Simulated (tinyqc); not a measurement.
Donor binding, ionisation and the Mott limit: one step of the calculation.

Hydrogenic donor: Ry = (m0 q^3/(8 eps0^2 h^2)) me/eps_r^2 in eV, E0 = cc Ry, radius a = q/(8 pi eps0 eps_r E0), Mott density Nm = (0.26/a)^3. Below Nm the level sinks as Ed = E0 [1 - (N/Nm)^(1/3)]. Neutrality: Nc F12(eta) = N/(1 + 2 exp(eta + Ed/kB T)), F12(x) = (2/sqrt(pi)) int_0^infinity sqrt(u)/(1 + exp(u - x)) du.

Question. Ionisation. Solve the neutrality equation for eta. Boltzmann form: with k = (Nc/2) exp(-Ed/kB T) the ionised share is [-k + sqrt(k^2 + 4 k N)]/(2 N).

Values chosen for this exercise; band and dielectric values close to those of gallium phosphide: temperature T = 200 K; conduction-band density of states at 200 K Nc = 9.91e18 cm^-3; donor density N = 4.9e16 cm^-3.

Constants: q = 1.602176634e-19 C, kB = 1.380649e-23 J/K, Vt = kB T/q. Results are converted to the units shown.

Ed = 45.854572 meV

Wanted: eta; ionised share; n; ionised share, Boltzmann form.

Answer.

eta = -5.426
ionised share = 88.82 %
n = 4.352e16 cm^-3
ionised share, Boltzmann form = 88.84 %

With the level held at E0 the share would be 83.2 %.

Range of the model: A sharp level with degeneracy 2 overstates freeze-out near Nm, where the impurity band broadens and merges with the conduction band.

Computed by the program tinyqc: `OMP_NUM_THREADS=1 python tinyqc.py 2330048 2330049 out.jsonl`, one thread of a shared Intel Xeon 2.30GHz, about 0.01 s for the whole run.
